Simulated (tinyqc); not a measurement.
Length of a molecular wire: coherent transport through a tight-binding bridge. Computed by the program tinyqc. T = Gamma_L Gamma_R |G_1n|^2 with the self-energies of semi-infinite chains.

A uniform bridge between two chains:
```
parameter,value
site energy (eV),2.140000
hopping in the bridge (eV),1.060000
lead hopping (eV),2.180000
couplings (eV),"0.96, 0.96"
E (eV),0.030000
```

Transmission against length:
```
sites,T,ln T
2,6.0894e-02,-2.7986
3,3.4194e-02,-3.3757
4,2.2100e-02,-3.8122
5,1.5666e-02,-4.1562
6,1.1863e-02,-4.4343
7,9.4462e-03,-4.6621
9,6.7083e-03,-5.0044
10,5.9144e-03,-5.1304
```

Estimate the missing row, sites = 8.

Computed row:
```
sites           T     ln T
8      7.8291e-03  -4.8499
```

E lies inside the band of the bridge (|E - e|/2h = 0.995 < 1): T does not decay but oscillates with length, between 0.006 and 0.061 here, as levels of the bridge pass E.
